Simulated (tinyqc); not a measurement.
Van der Pauw, Hall and four-point-probe measurements on a doped layer: one step of the calculation.

A uniform n-type layer with sheet resistance Rs = 1/(q ns mu), point contacts, low field (mu B small).

Problem. Resistances and Hall voltage. Rs = 1/(q ns mu). For a rectangle with contacts at the corners, RA = (8 Rs/pi) sum_(k>=0) ln coth((2k + 1) pi a/(2 b)) with current along a short side b and voltage along the opposite one, RB the same with a and b exchanged; Hall voltage VH = rH B I/(q ns), negative for electrons.

Parameters, values chosen for the exercise: sheet density of the layer ns = 9.1e12 cm^-2; drift mobility mu = 730 cm^2/(V s); Hall factor rH = 1; magnetic field B = 2 T; current I = 50 uA; side ratio a/b of a rectangular sample with corner contacts ar = 1.62.

Constants: q = 1.602176634e-19 C. Results are converted to the units shown.

Wanted: Rs; RA; RB; VH.

Solution.

Rs = 939.6 ohm/square
RA = 29.49 ohm
RB = 707.5 ohm
VH = -6.859 mV

RB/RA = 24.0; for a square both equal Rs ln 2/pi = 207 ohm.

Numbers from tinyqc (`OMP_NUM_THREADS=1 python tinyqc.py 2850181 2850182 out.jsonl`; about 0.01 s on one thread of a shared Intel Xeon 2.30GHz).
